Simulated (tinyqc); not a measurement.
Three-level Kane dispersion of a narrow-gap semiconductor: sweeps and comparisons. A value that a table varies takes the place of the one given here.

Zero of energy at Gamma8, c = hbar^2/2m0, P^2 = Ep c. The free-electron term and remote bands are left out, so the heavy holes are flat at E = 0 and the other three bands obey E (E - Eg)(E + Dso) = P^2 k^2 (E + 2 Dso/3). The conduction band is the highest root; its edge is Ec = max(Eg, 0).

Degenerate electrons at T = 0: kF = (3 pi^2 n)^(1/3), 1 cm^-3 = 1e-24 angstrom^-3; EF is the highest root at kF. The momentum (cyclotron, optical) mass is m(E) = hbar^2 k/(dE/dk) = c d(k^2)/dE with d(k^2)/dE = k^2 [1/E + 1/(E - Eg) + 1/(E + Dso) - 1/(E + 2 Dso/3)]; the density of states is k d(k^2)/dE/(2 pi^2).

Edge mass m0* = Eg (Eg + Dso)/(Ep (Eg + 2 Dso/3)).
Constants: hbar^2/2m0 = 3.80998211 eV angstrom^2.

Parameters, chosen for this exercise (near those of InAs; shifted at random, so the results belong to these values and not to a real crystal):

| symbol | value | unit | meaning |
|---|---|---|---|
| Eg | 0.4 | eV | E(Gamma6) - E(Gamma8) |
| Dso | 0.37 | eV | spin-orbit splitting |
| Ep | 21.1 | eV | Kane energy |
| k | 0.03 | 1/angstrom | wave vector |
| n | 8.5e+17 | cm^-3 | electron density |

## Filling the band

n from 1e15 to 1e19 cm^-3. The last column is the local power d ln(EF - Ec)/d ln n = kF^2/(1.5 (EF - Ec) d(k^2)/dE).

Results:

| n (cm^-3) | kF (1/angstrom) | EF - Ec (meV) | parabolic (meV) | m(EF) | m(EF)/m0* | power |
|---|---|---|---|---|---|---|
| 1.0e+15 | 0.00309 | 1.6 | 1.6 | 0.0227 | 1.01 | 0.664 |
| 1.0e+16 | 0.00667 | 7.4 | 7.5 | 0.0233 | 1.03 | 0.656 |
| 3.0e+16 | 0.00961 | 15.1 | 15.6 | 0.0241 | 1.07 | 0.646 |
| 1.0e+17 | 0.01436 | 32.4 | 34.8 | 0.0259 | 1.15 | 0.624 |
| 3.0e+17 | 0.02071 | 63.4 | 72.4 | 0.0290 | 1.28 | 0.593 |
| 1.0e+18 | 0.03094 | 126.1 | 161.5 | 0.0352 | 1.56 | 0.548 |
| 3.0e+18 | 0.04462 | 224.5 | 336.0 | 0.0449 | 1.99 | 0.502 |
| 1.0e+19 | 0.06665 | 399.6 | 749.8 | 0.0618 | 2.74 | 0.457 |

The power falls from 0.664 to 0.457: 2/3 marks a parabola, 1/3 a linear band. The parabola is within 10 % up to n = 1.0e+17 cm^-3. The mass has doubled by n = 1.0e+19 cm^-3 and ends at 2.7 times its edge value.

## Closing and inverting the gap

Eg is varied at fixed k, Dso and Ep. Edge mass: Eg (Eg + Dso)/(Ep (Eg + 2 Dso/3)) for Eg > 0, 3 |Eg|/(2 Ep) for Eg < 0. The Gamma6 weight of the conduction state is 1/(1 + P^2 k^2 [(2/3)/E^2 + (1/3)/(E + Dso)^2]).

Results:

| Eg (eV) | m0* | highest root (eV) | middle (eV) | lowest (eV) | E - Ec (meV) | Gamma6 weight |
|---|---|---|---|---|---|---|
| -0.300 | 0.02133 | 0.1273 | -0.2617 | -0.5356 | 127.3 | 0.246 |
| -0.150 | 0.01066 | 0.1731 | -0.2162 | -0.4769 | 173.1 | 0.371 |
| -0.060 | 0.00427 | 0.2106 | -0.1867 | -0.4539 | 210.6 | 0.463 |
| -0.015 | 0.00107 | 0.2325 | -0.1725 | -0.4450 | 232.5 | 0.511 |
| 0.015 | 0.00105 | 0.2483 | -0.1634 | -0.4399 | 233.3 | 0.542 |
| 0.060 | 0.00399 | 0.2737 | -0.1505 | -0.4332 | 213.7 | 0.588 |
| 0.150 | 0.00932 | 0.3304 | -0.1278 | -0.4226 | 180.4 | 0.671 |
| 0.300 | 0.01743 | 0.4395 | -0.0989 | -0.4107 | 139.5 | 0.777 |

The edge mass vanishes with |Eg| from both sides, yet the kinetic energy at this k stays finite, at most 233.3 meV in the table; at Eg = 0 the two-level form, without the split-off band, gives the linear value sqrt(2/3) P k = 219.6 meV. The Gamma6 weight of the conduction state goes smoothly from 0.25 to 0.78 and is 0.51 and 0.54 in the two rows next to Eg = 0: at finite k nothing jumps at the inversion.

## What each parameter does

Edge mass, EF - Ec and m(EF). Each row changes one parameter from the base and keeps the others.

Results:

| case | m0* (m0) | EF - Ec (meV) | m(EF) (m0) |
|---|---|---|---|
| base | 0.02257 | 115.31 | 0.03413 |
| n = 1.7e+18 cm^-3 | 0.02257 | 167.67 | 0.03929 |
| Eg = 0.34 eV | 0.01950 | 126.24 | 0.03226 |
| Dso = 0.3145 eV | 0.02222 | 116.75 | 0.03379 |
| Ep = 24.265 eV | 0.01963 | 129.41 | 0.03089 |

The largest shifts from the base row, up to three for each result and ties (the steps differ in size, so this ranks the rows, not the parameters). m0* (m0): Eg -0.00307, Ep -0.00294, Dso -0.00036; unchanged at the printed digits by n. EF - Ec (meV): n +52.35, Ep +14.09, Eg +10.93. m(EF) (m0): n +0.00516, Ep -0.00324, Eg -0.00187.

Computed by tinyqc, a small Python program: `OMP_NUM_THREADS=1 python tinyqc.py 1050717 1050718 out.jsonl` (the numbers bound the seed that draws the inputs); one thread of a shared host (Intel(R) Xeon(R) Processor @ 2.30GHz), about 0.01 s for the whole set of steps.
